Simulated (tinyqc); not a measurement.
Energy and lattice constant: complex band structure along [001] in sp3s* tight binding.

For k = (0, 0, kz) the phase sums are g0 = cos(phi) and g3 = i sin(phi), phi = kz a/4, and the s, pz, s* orbitals of anion (a) and cation (c) decouple from px, py. With z = exp(i phi), H(z) = H0 + z T + T^T/z for any complex z. H0 is diagonal (Esa, Epa, Exa, Esc, Epc, Exc). The anion-cation block is B(z) = z U + W/z and the cation-anion block z W^T + U^T/z, where U has Vss/2 (s,s), Vsapc/2 (s,z), -Vscpa/2 (z,s), Vxx/2 (z,z), Vxapc/2 (s*,z), -Vpaxc/2 (z,s*), and W has the same values with the s-z and s*-z signs reversed. |z| = 1 is a band state, |z| < 1 decays along [001] as exp(-kappa d) over a distance d, kappa = -(4/a) ln|z|. No spin-orbit coupling.

Inputs chosen for the exercise (out of a larger set: near a published set for InAs, fitted to gaps, whose masses and valley positions are rough (light masses up to twice too heavy); not measured data): p = (-9.516, 0.907, -2.731, 3.676, 7.436, 6.696, -5.664, 1.859, 4.435, 3.02, 5.398, 3.356, 3.932) eV (order Esa, Epa, Esc, Epc, Exa, Exc, Vss, Vxx, Vxy, Vsapc, Vscpa, Vxapc, Vpaxc); a = 6.052 angstrom (lattice constant); dE = 0.16 eV (E - Ev).

The slowest root of the s-pz block and the heavy-hole branch, sinh^2(kappa a/4) = ((E - Epa)(E - Epc) - Vxx^2)/(Vxx^2 - Vxy^2), at E = Ev + dE with Ev the lower root of [[Epa, Vxx], [Vxx, Epc]]; the couplings are kept when a changes. Each row changes one parameter from the base and keeps the others.

Results:
```
case                slowest kappa (1/angstrom)  heavy-hole kappa (1/angstrom)
base                                    0.0319                         0.1379
dE = 0.19 eV                            0.0333                         0.1496
a = 6.234 angstrom                      0.0309                         0.1339
```

The largest shifts from the base row, up to three for each result and ties (the steps differ in size, so this ranks the rows, not the parameters). slowest kappa (1/angstrom): dE +0.0014, a -0.0009. heavy-hole kappa (1/angstrom): dE +0.0117, a -0.0040. With the couplings fixed, kappa a stays, so kappa scales as 1/a.

(tinyqc, `OMP_NUM_THREADS=1 python tinyqc.py 1481097 1481098 out.jsonl`, Intel(R) Xeon(R) Processor @ 2.30GHz, 1 thread, shared host, about 0.01 s.)
